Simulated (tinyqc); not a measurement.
Worked calculation: Born-Oppenheimer dynamics on the RHF/sto-6g surface (energies and gradients from PySCF), for BeH2, spin multiplicity 1. Computed by tinyqc, a small Python program that keeps every step (integrals from PySCF). Settings: charge = 0, multiplicity = 1, basis = sto-6g, time step (fs) = 0.5, steps = 24. Command: `OMP_NUM_THREADS=1 python tinyqc.py 30573 30574 out.jsonl` (the two numbers bound the seeds that draw the settings). One thread of a shared host (Intel(R) Xeon(R) Processor @ 2.60GHz), about 3 s of CPU time with the checks.

## Velocity Verlet step 1

positions (bohr):
```
            x          y         z
1Be  0.045353   0.011338  0.037795
2H   0.034015   2.534123  0.211649
3H   0.032125  -2.437747  0.190862
```

velocities (bohr per atomic time unit):
```
                x             y             z
1Be   0.000004113   0.000000640  -0.000006854
2H   -0.000015887  -0.000047360   0.000045146
3H   -0.000020887   0.000041640   0.000016146
```

gradient (hartree/bohr):
```
               x            y            z
1Be   0.00062637  -0.01596491  -0.00846552
2H   -0.00034271   0.02187092   0.00475298
3H   -0.00028366  -0.00590601   0.00371254
```

masses (electron masses): 1Be 16428.202802, 2H 1837.152588, 3H 1837.152588

gradient after step 1 (hartree/bohr):
```
               x            y            z
1Be   0.00064401  -0.01553073  -0.00842514
2H   -0.00035172   0.02114098   0.00472106
3H   -0.00029229  -0.00561025   0.00370408
```

dt = 0.5 fs = 20.6707 atomic units; x' = x + v dt - g dt^2 / (2m); after the new gradient g', v' = v - (g + g') dt / (2m).

positions after step 1 (bohr):
```
            x          y         z
1Be  0.045430   0.011559  0.037763
2H   0.033727   2.530600  0.212030
3H   0.031727  -2.436199  0.190764
```

velocities after step 1 (bohr per atomic time unit):
```
                x             y             z
1Be   0.000003313   0.000020454   0.000003772
2H   -0.000011981  -0.000289334  -0.000008153
3H   -0.000017647   0.000106427  -0.000025578
```

## Velocity Verlet step 2

gradient after step 2 (hartree/bohr):
```
               x            y            z
1Be   0.00065209  -0.01422332  -0.00825812
2H   -0.00035397   0.01932919   0.00459511
3H   -0.00029811  -0.00510587   0.00366300
```

As before.

positions after step 2 (bohr):
```
            x          y         z
1Be  0.045490   0.012184  0.037950
2H   0.033520   2.522161  0.211312
3H   0.031396  -2.433347  0.189805
```

velocities after step 2 (bohr per atomic time unit):
```
                x             y             z
1Be   0.000002498   0.000039173   0.000014268
2H   -0.000008011  -0.000517009  -0.000060563
3H   -0.000014326   0.000166713  -0.000067024
```

## Energy conservation

The total energy should stay constant up to terms of order dt^2; the step counts as short enough if it moves by less than 2 % of the largest kinetic energy.

Trajectory:
```
time (fs)  1Be-2H (angstrom)  potential (hartree)  kinetic (hartree)  total (hartree)
0.000000            1.338180         -15.72422243         0.00000693     -15.72421550
0.500000            1.336220         -15.72430860         0.00009203     -15.72421657
1.000000            1.331402         -15.72451220         0.00029314     -15.72421906
1.500000            1.323970         -15.72479382         0.00057122     -15.72422260
2.000000            1.314305         -15.72509789         0.00087132     -15.72422657
2.500000            1.302924         -15.72536243         0.00113221     -15.72423022
3.000000            1.290458         -15.72553130         0.00129859     -15.72423270
3.500000            1.277633         -15.72556740         0.00133410     -15.72423330
4.000000            1.265229         -15.72546374         0.00123210     -15.72423163
4.500000            1.254037         -15.72524882         0.00102091     -15.72422791
5.000000            1.244802         -15.72498290         0.00075990     -15.72422300
5.500000            1.238160         -15.72474391         0.00052562     -15.72421830
6.000000            1.234581         -15.72460577         0.00039049     -15.72421528
6.500000            1.234316         -15.72461572         0.00040080     -15.72421492
7.000000            1.237377         -15.72477931         0.00056198     -15.72421733
7.500000            1.243529         -15.72505893         0.00083726     -15.72422167
8.000000            1.252323         -15.72538642         0.00115985     -15.72422657
8.500000            1.263136         -15.72568426         0.00145362     -15.72423064
9.000000            1.275236         -15.72588701         0.00165406     -15.72423295
9.500000            1.287841         -15.72595638         0.00172321     -15.72423318
10.000000           1.300180         -15.72588669         0.00165515     -15.72423155
10.500000           1.311535         -15.72570175         0.00147310     -15.72422865
11.000000           1.321282         -15.72544603         0.00122084     -15.72422519
11.500000           1.328910         -15.72517352         0.00095167     -15.72422185
12.000000           1.334042         -15.72493684         0.00071765     -15.72421919
```

The total energy moves within 1.8e-05 hartree, under 2 % of the largest kinetic energy.
